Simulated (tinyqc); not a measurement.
Biaxially strained (001) channel, valley splitting in an inversion layer: one step of the calculation.

A thin layer grown on a relaxed buffer is stretched in the plane. The two valleys with their long axis along the growth direction (D2) sink against the four in-plane ones (D4); confinement in a triangular well splits them too. Only the lowest subband of each set is kept; one relaxation time, so the weakening of intervalley scattering is left out.

Problem. Critical thickness by substitution. Critical thickness (Matthews-Blakeslee, 60-degree dislocations): h = bv (1 - nu/4)[ln(h/bv) + 1]/(4 pi e_par (1 + nu)), nu = c12/(c11 + c12). The right side gives h(new); e_par = b1 x.

Values chosen for this exercise; values close to those of silicon on relaxed silicon-germanium: germanium share of the relaxed buffer x = 0.25; lattice mismatch per unit x b1 = 0.0418; elastic constant c11 = 170 GPa; elastic constant c12 = 63.7 GPa; Burgers vector bv = 0.384 nm.

h after iteration 1 = 14.051642 nm

Find: h after iteration 2.

Solution.

h after iteration 2 = 9.850 nm

Program tinyqc, `OMP_NUM_THREADS=1 python tinyqc.py 2530014 2530015 out.jsonl`; Intel Xeon 2.30GHz, shared host, one thread, about 0.01 s.
